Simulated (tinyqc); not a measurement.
Worked calculation: UHF in the sto-3g basis, for H4+, spin multiplicity 2. One step of it, computed by the program tinyqc.

Task: Iteration 1: building the Fock matrix. J_ij = sum D_kl (ij|kl) with D = D(alpha) + D(beta), K_ij = sum D_kl (ik|jl) for each spin; F = H + J - K(s); E = tr D H + tr D J / 2 - 0.5 sum_s tr D(s) K(s) + E_nn.

D(alpha) at the start, lower triangle:
```
           1H 1s      2H 1s      3H 1s     4H 1s
1H 1s   1.244395
2H 1s  -1.063496   0.945730
3H 1s   0.193273  -0.348836   0.945730
4H 1s   0.024318   0.193273  -1.063496  1.244395
```

D(beta) at the start, lower triangle:
```
           1H 1s      2H 1s      3H 1s     4H 1s
1H 1s   0.610038
2H 1s  -0.628385   0.647283
3H 1s   0.628385  -0.647283   0.647283
4H 1s  -0.610038   0.628385  -0.628385  0.610038
```

core Hamiltonian H = T + V (hartree), lower triangle:
```
           1H 1s      2H 1s      3H 1s      4H 1s
1H 1s  -1.366127
2H 1s  -0.970439  -1.542447
3H 1s  -0.091651  -0.409128  -1.542447
4H 1s  -0.013725  -0.091651  -0.970439  -1.366127
```

Two-electron integrals (ij|kl) in chemists' order, unique and non-zero (hartree):
```
(11|11) 0.774606   (21|11) 0.337417   (21|21) 0.183900   (22|11) 0.497676
(22|21) 0.337417   (22|22) 0.774606   (31|11) 0.018232   (31|21) 0.011375
(31|22) 0.024634   (31|31) 0.000970   (32|11) 0.067691   (32|21) 0.046643
(32|22) 0.113764   (32|31) 0.004831   (32|32) 0.026544   (33|11) 0.207359
(33|21) 0.136140   (33|22) 0.324204   (33|31) 0.018232   (33|32) 0.113764
(33|33) 0.774606   (41|11) 0.001908   (41|21) 0.001254   (41|22) 0.002889
(41|31) 0.000124   (41|32) 0.000662   (41|33) 0.002889   (41|41) 0.000017
(42|11) 0.011197   (42|21) 0.007557   (42|22) 0.018232   (42|31) 0.000847
(42|32) 0.004831   (42|33) 0.024634   (42|41) 0.000124   (42|42) 0.000970
(43|11) 0.093593   (43|21) 0.059438   (43|22) 0.136140   (43|31) 0.007557
(43|32) 0.046643   (43|33) 0.337417   (43|41) 0.001254   (43|42) 0.011375
(43|43) 0.183900   (44|11) 0.151539   (44|21) 0.093593   (44|22) 0.207359
(44|31) 0.011197   (44|32) 0.067691   (44|33) 0.497676   (44|41) 0.001908
(44|42) 0.018232   (44|43) 0.337417   (44|44) 0.774606
```

nuclear repulsion = 2.01981207 hartree

Give: Coulomb J; exchange K(alpha); exchange K(beta); F(alpha); F(beta); total energy of this density.

Result:

Coulomb J (hartree), lower triangle:
```
        1H 1s   2H 1s   3H 1s   4H 1s
1H 1s  1.2934
2H 1s  0.6670  1.2959
3H 1s  0.0520  0.2601  1.2959
4H 1s  0.0069  0.0520  0.6670  1.2934
```

exchange K(alpha) (hartree), lower triangle:
```
         1H 1s    2H 1s   3H 1s   4H 1s
1H 1s   0.4205
2H 1s   0.0100   0.2058
3H 1s  -0.0046   0.0255  0.2058
4H 1s   0.0114  -0.0046  0.0100  0.4205
```

exchange K(beta) (hartree), lower triangle:
```
         1H 1s    2H 1s   3H 1s   4H 1s
1H 1s   0.1754
2H 1s   0.0007   0.1263
3H 1s   0.0179  -0.0151  0.1263
4H 1s  -0.0172   0.0179  0.0007  0.1754
```

F(alpha) (hartree), lower triangle:
```
         1H 1s    2H 1s    3H 1s    4H 1s
1H 1s  -0.4932
2H 1s  -0.3134  -0.4524
3H 1s  -0.0350  -0.1745  -0.4524
4H 1s  -0.0183  -0.0350  -0.3134  -0.4932
```

F(beta) (hartree), lower triangle:
```
         1H 1s    2H 1s    3H 1s    4H 1s
1H 1s  -0.2481
2H 1s  -0.3042  -0.3728
3H 1s  -0.0575  -0.1340  -0.3728
4H 1s   0.0104  -0.0575  -0.3042  -0.2481
```

total energy of this density = 0.247664 hartree
